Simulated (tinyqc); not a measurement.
Angle of incidence: thin-film optics by transfer matrices.

Indices N = n + i k. Snell: N0 sin(theta) = N_j sin(theta_j), with Im(N_j cos theta_j) >= 0. Admittance y_j = N_j cos theta_j for s and N_j/cos theta_j for p. Phase delta_j = 2 pi N_j cos theta_j d_j/lambda. Layer matrix [[cos delta, -i sin delta/y], [-i y sin delta, cos delta]], multiplied from the top down to M. (B, C) = M (1, y_sub); r = (y0 B - C)/(y0 B + C), R = |r|^2, T = 4 Re y0 Re y_sub/|y0 B + C|^2, absorbed in the films 1 - R - T.

Ellipsometry: rho = tan(Psi) exp(i Delta) = -conj(r_p/r_s) with the r of the admittance formula, Delta in 0 to 360 degrees, so that a bare dielectric at small angles gives Delta = 180.

Parameters, chosen for this exercise (indices near those of Si3N4 on Cu; the results hold for these values, not for the real material):
- lam = 633 nm (vacuum wavelength)
- n0 = 1 (ambient index)
- n = (2.039, 0.269) (n of Si3N4, substrate)
- k = (0, 3.457) (k in the same order)
- d = (74) nm (thicknesses, top first)

Both polarisations.

Stack:
```
theta (degrees)     R_s     R_p    Psi   Delta
0                0.8427  0.8427  45.00  180.00
15               0.8404  0.8396  44.99  181.65
30               0.8325  0.8325  45.00  187.30
55               0.7984  0.8382  45.70  212.61
60               0.7878  0.8476  46.05  221.89
65               0.7771  0.8614  46.47  233.56
70               0.7693  0.8801  46.92  248.46
75               0.7713  0.9037  47.27  267.75
80               0.7975  0.9322  47.23  292.75
85               0.8700  0.9647  46.48  324.09
```

Give the missing row, theta (degrees) = 45.

Computed row:
```
theta (degrees)     R_s     R_p    Psi   Delta
45               0.8160  0.8298  45.24  199.15
```

R_s and R_p agree at normal incidence (0.8427). R_p is lowest at 45 degrees of those listed (0.8298), where R_s = 0.8160: the two are within a factor 2 of each other, so the minimum selects polarisation poorly. R_s does not rise steadily, because the phase thickness of the films changes with the angle. R_p exceeds R_s at 45, 55, 60, 65, 70, 75, 80 and 85 degrees, where Psi is above 45.

Run: tinyqc, `OMP_NUM_THREADS=1 python tinyqc.py 1680820 1680821 out.jsonl`; Intel(R) Xeon(R) Processor @ 2.30GHz, one thread, shared host; about 0.03 s of CPU time with all checks.
